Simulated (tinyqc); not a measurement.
Raising D: domain walls in a thin film with perpendicular anisotropy: Bloch, Neel and chiral walls, motion and stripe domains. Computed by tinyqc, a small Python program. Command: `OMP_NUM_THREADS=1 python tinyqc.py 3002964 3002965 out.jsonl mwall walk`. One thread of a shared host (Intel(R) Xeon(R) Processor @ 2.30GHz), about 0.01 s of CPU time with the checks.

One-dimensional wall: polar angle theta(x), azimuth phi of the moment in the wall (phi = 0 Neel, 90 degrees Bloch). mu_0 = 1.25663706212e-6 T m/A, gamma = 1.76085963023e11 rad/(s T).

Inputs (values chosen for the exercise, for a model film):
```
quantity                      value    unit
saturation magnetisation M_s    822    kA/m
exchange stiffness A             14    pJ/m
uniaxial anisotropy K_u         881  kJ/m^3
DMI constant D                  1.9  mJ/m^2
thickness t                     2.6      nm
```

Method. K_eff = K_u - mu_0 M_s^2/2; Delta = sqrt(A/K_eff); sigma_0 = 4 sqrt(A K_eff); profile theta = 2 arctan exp(x/Delta); quality factor Q = 2 K_u/(mu_0 M_s^2). sigma(phi) = sigma_0 + 2 Delta K_D cos^2(phi) - pi D cos(phi), with the wall shape anisotropy K_D = N_x mu_0 M_s^2/2, N_x = t ln 2/(pi Delta). The minimum has cos(phi) = D/D_N for D < D_N = 4 Delta K_D/pi and phi = 0 beyond; sigma turns negative at D_c = (sigma_0 + 2 Delta K_D)/pi.

D_N = 0.310086 mJ/m^2

D_c = 3.37369 mJ/m^2

width parameter Delta = 5.53815 nm

sigma_0 = 10.1117 mJ/m^2

Wall against D; the last column is the Kaplan-Gehring width, log10[0.955 t exp(pi sigma/(mu_0 M_s^2 t))/nm], with a dash where it falls below 10 Delta and the formula fails:
```
D (mJ/m^2)  phi (degrees)  sigma (mJ/m^2)  sigma/sigma_0  log10 domain width
0.062              78.466          10.092        0.99807              6.6322
0.160              58.937           9.982        0.98718              6.5641
0.250              36.271           9.795        0.96869              6.4486
0.670               0.000           8.494        0.84001              5.6444
1.300               0.000           6.515        0.64427              4.4212
2.000               0.000           4.316        0.42679              3.0621
2.700               0.000           2.116        0.20931                   -
3.000               0.000           1.174        0.11610                   -
```

What follows from these numbers?

D_N is 9 % of D_c, so a small D fixes the chirality long before it lowers the energy much. Beyond D_N sigma falls by pi per unit of D, and the domain width, which has sigma in an exponent, drops by 3.6 decades over the valid rows (values above 6 mean a single domain in any device).

Extremes, crossings and ranges named in words are read from the listed rows.
